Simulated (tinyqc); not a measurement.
RHF in the sto-3g basis, for B+, spin multiplicity 1, step by step. This run ends on a higher stationary point, not on the lowest solution. One step of it, computed by the program tinyqc.

Question. Iteration 3: DIIS coefficients. Solve [B -1; -1 0][c; lambda] = [0; -1] for the coefficients, which sum to one.

B (overlaps of the stored error matrices):
```
               1              2              3
1  8.4537084e-02  2.1890886e-02  4.3820335e-03
2  2.1890886e-02  5.6686471e-03  1.1347280e-03
3  4.3820335e-03  1.1347280e-03  2.2714549e-04
```

Give: DIIS coefficients.

Answer.

DIIS coefficients: -0.162  0.490  0.672
